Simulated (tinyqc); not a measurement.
Raising U: Hubbard chain of 6 sites, mean field against exact. Computed by the program tinyqc. Collinear unrestricted mean field (the lowest of 40 random starts) against exact diagonalisation.

one-body matrix (hopping and site energies) (eV):
```
         1        2        3        4        5        6
1   0.1500  -1.7200   0.0000   0.0000   0.0000   0.0000
2  -1.7200   0.2700  -1.7200   0.0000   0.0000   0.0000
3   0.0000  -1.7200  -0.3300  -1.7200   0.0000   0.0000
4   0.0000   0.0000  -1.7200  -0.1000  -1.7200   0.0000
5   0.0000   0.0000   0.0000  -1.7200   0.1000  -1.7200
6   0.0000   0.0000   0.0000   0.0000  -1.7200   0.0500
```

electrons, up and down: 3  3

Exact and mean-field results (eV):
```
U            U/t     E exact  E mean field  mean |n_up - n_down|  double occupancy, exact  first gap in the sector
0.8600    0.5000  -10.666164    -10.605689                0.0000                   0.2268                   1.3441
1.7200    1.0000   -9.556036     -9.314461                0.0000                   0.2035                   1.2069
5.1600    3.0000   -6.258690     -5.082694                0.6713                   0.1200                   0.8185
6.8800    4.0000   -5.183803     -3.945912                0.8024                   0.0898                   0.6876
10.3200   6.0000   -3.760755     -2.664225                0.9091                   0.0523                   0.5084
13.7600   8.0000   -2.902123     -1.983868                0.9484                   0.0330                   0.3979
20.6400  12.0000   -1.950812     -1.285641                0.9769                   0.0160                   0.2741
34.4000  20.0000   -1.135439     -0.718345                0.9917                   0.0061                   0.1674
```

Estimate the missing row, U = 3.44.

Computed row:
```
U          U/t    E exact  E mean field  mean |n_up - n_down|  double occupancy, exact  first gap in the sector
3.4400  2.0000  -7.690126     -6.834747                0.4031                   0.1588                   0.9874
```

In absolute terms mean field is worst at U/t = 4.0, 1.238 eV too high: at small U it is nearly exact, and at large U it misses only exchange-scale energies. Its local moments set in at U/t = 2.0 of those listed, a broken symmetry that the exact state of a finite cluster with equal spins does not have. Relative to the exact energy its error is 0.6 % at the smallest U, 37 % at most and 37 % at the largest. The double occupancy falls from 0.227 to 0.006.
